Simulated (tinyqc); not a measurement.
Comparisons within one model: Weaire-Thorpe hybrids on a Bethe lattice: gap and dangling bond of an amorphous tetrahedral solid. A value that a table varies takes the place of the one given here.

Four sp3 hybrids an atom at energy 0, coupled by -V1 on the atom and by -V2 along a bond; the bonds form a tree (no rings). For any network the gap runs at least from -V2 + V1 to V2 - 3 V1, and p-like states pile up at -V2 + V1 and V2 + V1. On the tree the gap is wider: it ends at Ec = -V1 + sqrt(V2^2 + 4 V1^2 - 2 sqrt3 V1 V2), which makes it well wider than the gaps of the real glasses. A branch seen from a hybrid has the self-energy S = V2^2 g, where g is the Green function of the hybrid across the bond, whose three partners carry S themselves. With a = z - V1, b = a - S: g = 1/(a + V1 b/(b + 3 V1)), z = E + i eta. A full atom has G = (1/b)(b + 3 V1)/(b + 4 V1) per hybrid; a dangling hybrid with shift dh has G = 1/(1/g - dh).

Parameters, chosen for this exercise (of the size of tabulated hybrid energies for amorphous germanium; not measured data): V1 = 1.93 eV (coupling of two hybrids on one atom); V2 = 4.04 eV (coupling of the two hybrids of a bond); eta = 0.02 eV (broadening); dh = -1.4 eV (shift of the dangling hybrid (rehybridisation)); VH = 4.87 eV (coupling to a hydrogen atom); eH = -3.05 eV (hydrogen level); E1s = -3.3 eV (first energy); dE = 0.39 eV (step).

## Bulk, dangling and hydrogenated hybrids across the gap

edges (eV): Ev -2.11000, Ec(bound) -1.75000, Ec(tree) 0.12205

Thirteen energies E1s + j dE. With hydrogen the hybrid gains the self-energy VH^2/(z - eH) and dh = 0.

Density per hybrid (1/eV):

| E (eV) | bulk | dangling | with hydrogen |
|---|---|---|---|
| -3.30 | 0.0014 | 0.0008 | 0.0003 |
| -2.91 | 0.0027 | 0.0009 | 0.0003 |
| -2.52 | 0.0096 | 0.0012 | 0.0002 |
| -2.13 | 1.9896 | 0.0018 | 0.0002 |
| -1.74 | 0.0118 | 0.0031 | 0.0002 |
| -1.35 | 0.0029 | 0.0073 | 0.0002 |
| -0.96 | 0.0014 | 0.0363 | 0.0003 |
| -0.57 | 0.0010 | 0.5353 | 0.0003 |
| -0.18 | 0.0009 | 0.0169 | 0.0004 |
| 0.21 | 0.0116 | 0.0383 | 0.0044 |
| 0.60 | 0.0240 | 0.0586 | 0.0118 |
| 0.99 | 0.0297 | 0.0594 | 0.0189 |
| 1.38 | 0.0335 | 0.0570 | 0.0270 |

What can be read from the table?

Between Ev = -2.11 and Ec = 0.12 eV the bulk density is a broadening tail (least 0.0009). The dangling hybrid reaches 0.535 at -0.57 eV among these rows; its level lies at -0.648 eV, and the peak there, of width eta, is far higher unless a row falls on it. With hydrogen the largest value on the rows inside the gap, more than 0.05 eV from an edge, is 0.0004, and 1/g = VH^2/(E - eH) has no root in the gap: the state has gone into a bonding level below and an antibonding one above.

## Level against rehybridisation

Root of 1/g(E) = dh for eta = 0 in the gap of the tree, between Ev = -V2 + V1 and Ec; a dash: none. A flatter atom makes the hybrid more p-like (dh > 0, up to V1), a more pyramidal one more s-like (dh < 0).

Level:

| dh (eV) | E (eV) | above Ev (eV) | weight |
|---|---|---|---|
| -3.0 | -1.5569 | 0.5531 | 0.558 |
| -2.5 | -1.2740 | 0.8360 | 0.572 |
| -2.0 | -0.9872 | 1.1228 | 0.573 |
| -1.5 | -0.7039 | 1.4061 | 0.557 |
| -1.0 | -0.4341 | 1.6759 | 0.517 |
| -0.5 | -0.1922 | 1.9178 | 0.443 |
| 0.0 | 0.0000 | 2.1100 | 0.315 |
| 0.5 | 0.1103 | 2.2203 | 0.111 |
| 1.0 | - | - | - |

What can be read from the table?

A level exists for 8 of the 9 rows, from dh = -3 (0.553 eV above Ev) to 0.5 (2.220 eV); the gap of the tree is 2.232 eV. Its slope dE/d(dh) is the weight, largest at dh = -2 (0.57). A level that rises as the atom flattens is why an emptied dangling bond relaxes flat and a doubly filled one pyramidal.

## Stretching the bonds

V2 is scaled as (d0/d)^2 and V1 stays. Bound 2 V2 - 4 V1; tree V2 - 2 V1 + sqrt(V2^2 + 4 V1^2 - 2 sqrt3 V1 V2); a negative bound means that a network with rings may have no gap.

Against d/d0:

| d/d0 | V2 (eV) | V2/V1 | bound (eV) | tree (eV) |
|---|---|---|---|---|
| 0.96 | 4.384 | 2.271 | 1.047 | 2.716 |
| 0.98 | 4.207 | 2.180 | 0.693 | 2.461 |
| 1.00 | 4.040 | 2.093 | 0.360 | 2.232 |
| 1.02 | 3.883 | 2.012 | 0.046 | 2.027 |
| 1.04 | 3.735 | 1.935 | -0.250 | 1.845 |
| 1.07 | 3.529 | 1.828 | -0.663 | 1.608 |
| 1.10 | 3.339 | 1.730 | -1.042 | 1.409 |
| 1.15 | 3.055 | 1.583 | -1.610 | 1.146 |

What can be read from the table?

The bound falls by 162 meV for each per cent of stretch near d0 and vanishes at d/d0 = 1.023, inside the table. Weak, stretched bonds therefore put states closest to the edges, one origin of band tails.

## What each parameter does

Ev = -V2 + V1, conduction edge of the tree -V1 + sqrt(V2^2 + 4 V1^2 - 2 sqrt3 V1 V2), and the level that solves 1/g(E) = dh for eta = 0. Each row changes one parameter from the base and keeps the others.

Results:

| case | Ev (eV) | Ec (eV) | level (eV) | weight |
|---|---|---|---|---|
| base | -2.1100 | 0.1220 | -0.6485 | 0.551 |
| V1 = 1.85 eV | -2.1900 | 0.1800 | -0.6996 | 0.575 |
| V2 = 4.19 eV | -2.2600 | 0.1777 | -0.6887 | 0.569 |
| dh = -1.5 eV | -2.1100 | 0.1220 | -0.7039 | 0.557 |

What can be read from the table?

The largest shifts from the base row, up to three for each result and ties (the steps differ in size, so this ranks the rows, not the parameters). Ev (eV): V2 -0.1500, V1 -0.0800; unchanged at the printed digits by dh. Ec (eV): V1 +0.0580, V2 +0.0557; unchanged at the printed digits by dh. level (eV): dh -0.0554, V1 -0.0511, V2 -0.0403. weight: V1 +0.023, V2 +0.017, dh +0.006.

(tinyqc, `OMP_NUM_THREADS=1 python tinyqc.py 1451754 1451755 out.jsonl`, Intel(R) Xeon(R) Processor @ 2.30GHz, 1 thread, shared host, about 0.02 s.)
